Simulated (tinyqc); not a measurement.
Gate length: charge control and current of a heterostructure field-effect transistor. Computed by tinyqc, a small Python program. Command: `OMP_NUM_THREADS=1 python tinyqc.py 3031607 3031608 out.jsonl hemt walk`. One thread of a shared host (Intel(R) Xeon(R) Processor @ 2.30GHz), about 0.01 s of CPU time with the checks.

Two subbands in a triangular well; E_F is counted from the conduction band edge of the channel at the interface.

Inputs (values chosen for the exercise, modelled on AlGaN/GaN):
```
quantity                                  value        unit
channel mass m                              0.2         m_0
permittivity eps (barrier and channel)     9.32           -
barrier thickness d                          24          nm
Schottky barrier phi_B                      1.1          eV
conduction band offset dE_c                0.22          eV
polarisation charge sigma/e             7.8e+12      1/cm^2
gate voltage V_G                           -0.7           V
mobility mu                                1300  cm^2/(V s)
saturation velocity v_s                     1.3    1e7 cm/s
gate length L                               510          nm
source resistance R_S                      0.23      ohm mm
temperature T                               300           K
mixing                                      0.5           -
iteration cap                               200           -
```

Charge source: polarisation. Velocity law: smooth.

Constants: e = 1.602176634e-19 C; eps_0 = 8.8541878128e-12 F/m; k_B = 8.617333262e-05 eV/K; hbar = 1.054571817e-34 J s; m_0 = 9.1093837015e-31 kg; k_B = 1.380649e-23 J/K.

Method:
- Threshold V_T = phi_B - dE_c - sigma d/(eps eps_0) (in volts); C_b = eps eps_0/d.
- Charge control: n_s = C_b (V_G - V_T - E_F/e)/e. Well: mean field F = e n_s/(2 eps eps_0), E_i = (hbar^2/2m)^(1/3) [(3 pi e F/2)(i + 3/4)]^(2/3), i = 0, 1; n_s = D k_B T sum_i ln(1 + exp((E_F - E_i)/k_B T)), D = m/(pi hbar^2), which is solved in closed form for E_F.
- Iteration from n_s = C_b (V_G - V_T)/(2e): E_F from n_s, n_out from the charge control, n_new = n_s + mixing (n_out - n_s), kept above n_s/10; stop when |n_out/n_s - 1| < 1e-9.
- C_g = e dn_s/dV_G = 1/(1/C_b + 1/C_q), 1/C_q = d(E_F/e)/d(e n_s) by a central difference of +/- 0.1 % in n_s; added distance dd = eps eps_0/C_q.
- With V = e n_s/C_g and V_c = v_s L/mu: for v = mu F/(1 + mu F/v_s), V_Dsat = V_c (sqrt(1 + 2V/V_c) - 1) and I/W = C_g v_s (V - V_Dsat); g_m = dI/dV; extrinsic g_m/(1 + g_m R_S); f_T = g_m/(2 pi C_g L).

sheet density n_s = 3.99172e+12 1/cm^2

gate capacitance C_g = 0.316534 microfarad/cm^2

V = 2.02046 V

Scaling; the last columns are v_s/(2 pi L) and mu V/(2 pi L^2):
```
L (nm)  I/W (mA/mm)  g_m (mS/mm)  extrinsic g_m (mS/mm)   f_T (GHz)  velocity limit (GHz)  mobility limit (GHz)
30           699.95       376.17                 346.22  6.3047e+02                689.67            4.6448e+04
60           651.98       361.72                 333.94  3.0313e+02                344.84            1.1612e+04
120          590.02       341.61                 316.73  1.4314e+02                172.42            2.9030e+03
250          508.09       312.17                 291.26  6.2784e+01                 82.76            6.6886e+02
500          417.11       274.95                 258.60  2.7649e+01                 41.38            1.6721e+02
1000         319.02       228.22                 216.84  1.1475e+01                 20.69            4.1804e+01
2000         224.09       174.72                 167.97  4.3926e+00                 10.35            1.0451e+01
5000         122.22       105.48                 102.98  1.0607e+00                  4.14            1.6721e+00
```

What follows from these numbers?

f_T scales as L^-1.06 at the short end and L^-1.55 at the long end; the two limits cross at L = mu V/v_s = 2020 nm. g_m tends to C_g v_s = 411 mS/mm, and R_S cuts it by 8 % at the shortest gate. Fringe capacitances and short-channel effects, left out, lower f_T once L is below about ten barrier thicknesses.

Extremes, crossings and ranges named in words are read from the listed rows.
